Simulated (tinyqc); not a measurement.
From coupling constant alpha back to LO phonon energy hbar omega: Froehlich polaron in a polar crystal. Computed by tinyqc, a small Python program. Command: `OMP_NUM_THREADS=1 python tinyqc.py 3027436 3027437 out.jsonl frohlich inv`. One thread of a shared host (Intel(R) Xeon(R) Processor @ 2.30GHz), about 0.05 s of CPU time with the checks.

One electron in a parabolic band of mass m*, coupled to dispersionless LO phonons in the continuum model. Energies are in units of hbar omega unless marked, wave numbers in k_0 = sqrt(2 m* omega/hbar).

Inputs (values chosen for the exercise, modelled on cadmium telluride): band mass m* = 0.0885 m_0; eps_inf = 7.03; static dielectric constant eps_s = 10.2.

Constants: hbar^2/(2 m_0) = 3.80998212 eV angstrom^2; e^2/(4 pi eps_0) = 14.39964548 eV angstrom.

Method. 1/eps* = 1/eps_inf - 1/eps_s; k_0 = sqrt(2 m* omega/hbar) = sqrt(m* hbar omega / (hbar^2/(2 m_0))) with m* in m_0; alpha = (e^2/(4 pi eps_0)) k_0/(2 eps* hbar omega); polaron length 1/k_0.

Question. A run gave the result below. Find the LO phonon energy hbar omega, known to lie between 16 and 23 meV.

coupling constant alpha = 0.3545543

Answer.

Each step takes the trial c = (a f_b - b f_a)/(f_b - f_a), f being the result less the target and a, b, c the logarithms of the listed values; c replaces end b, the old b replaces a if the sign of f changed, and otherwise f_a is halved.

Scan of the range:

| LO phonon energy hbar omega (meV) | coupling constant alpha |
|---|---|
| 16.0 | 0.383509 |
| 17.0 | 0.372059 |
| 18.1 | 0.360576 |
| 19.2 | 0.350094 |
| 20.4 | 0.339641 |
| 21.7 | 0.329311 |
| 23.0 | 0.319869 |

False position (Illinois rule, in the logarithm of the input) inside the bracket:

| step | end a | end b | trial | coupling constant alpha |
|---|---|---|---|---|
| 1 | 18.1000 | 19.2000 | 18.7240 | 0.354517 |
| 2 | 18.1000 | 18.7240 | 18.7161 | 0.354591 |
| 3 | 18.7240 | 18.7161 | 18.7200 | 0.354554 |
| 4 | 18.7161 | 18.7200 | 18.7200 | 0.354554 |

Coupling constant alpha falls at every point of a 13-point scan of the range (every second point is shown), so one value fits; it is bracketed by 18.1 and 19.2. The scan shows a pure power law with exponent -0.5000, so scaling from any one row also gives the answer directly. Answer: LO phonon energy hbar omega = 18.72 meV.
